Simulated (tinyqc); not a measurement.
Dopant redistribution at a moving silicon-oxide interface during parabolic oxidation: one step, computed by the program tinyqc. Command: `OMP_NUM_THREADS=1 python tinyqc.py 3014218 3014219 out.jsonl segox walk`. One thread of a shared host (Intel(R) Xeon(R) Processor @ 2.30GHz), about 0.01 s of CPU time with the checks.

Uniformly doped silicon is oxidised with x_ox = sqrt(B t); the interface advances into the silicon by alpha x_ox, alpha = 0.44. The dopant does not move in the oxide, and at the interface C(silicon) = m C(oxide).

Task: Dose moved. Consumed silicon held alpha x_ox C_B; the oxide holds x_ox times the dopant concentration in the oxide; the difference is the excess in the silicon; 1 um = 1e-4 cm.

Inputs (values chosen for the exercise, modelled on boron in silicon under steam): bulk doping C_B = 1.8e+15 1/cm^3; temperature T = 1025 C.

oxide thickness = 0.6316314 um

concentration in the oxide = 9.106181e+14 1/cm^3

Give: dopant in the consumed silicon; dopant in the oxide; excess in the silicon.

Result:

dopant in the consumed silicon = 5.003e+10 1/cm^2

dopant in the oxide = 5.752e+10 1/cm^2

excess in the silicon = -7.492e+09 1/cm^2

Caution: parabolic growth needs an oxide much thicker than the Deal-Grove length A, which fails for thin films and low temperatures; oxidation-enhanced or retarded diffusion is ignored.
